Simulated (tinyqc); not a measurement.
MOS capacitor on a p-type substrate, surface potential from the exact charge relation: one step of the calculation.

Uniform p-type substrate, Boltzmann statistics, full ionisation, classical densities. psi is the surface potential against the body (positive when the bands bend down) and u = psi/Vt. Traps are spread evenly over the gap and neutral at flat band, so their charge is -q Dit psi; the minority quasi-Fermi level is shifted by Vb.

Problem. Newton step for the surface potential. u = psi/Vt; F^2 = exp(-u) + u - 1 + r (exp(u) - u - 1); Qs = -sign(u) Q0 F; Cs = -dQs/dpsi = (Q0/Vt) |1 - exp(-u) + r (exp(u) - 1)|/(2 F). f = Vfb + psi + (q Dit psi - Qs)/Cox - Vg, f' = 1 + (Cs + q Dit)/Cox, psi(new) = psi - f/f'.

Values chosen for this exercise; band and dielectric values close to those of gallium nitride: temperature T = 450 K; density of interface traps Dit = 0 cm^-2 eV^-1; gate voltage against the body Vg = 1.33 V.

Constants: q = 1.602176634e-19 C, kB = 1.380649e-23 J/K, Vt = kB T/q. Results are converted to the units shown.

psi at the start = 3.1464025 V
Cox = 2.0312549 uF/cm^2
Vfb = -3.0572866 V
Q0 = 21.846508 nC/cm^2
r = 3.1551532e-34

Give: u; F; Qs; Cs; f; f'; psi after iteration 1.

Solution.

u = 81.139
F = 11.608
Qs = -253.59 nC/cm^2
Cs = 1.3492 uF/cm^2
f = -1.1160 V
f' = 1.6642
psi after iteration 1 = 3.8170 V

Computed by the program tinyqc: `OMP_NUM_THREADS=1 python tinyqc.py 2060073 2060074 out.jsonl`, one thread of a shared Intel Xeon 2.30GHz, about 0.01 s for the whole run.
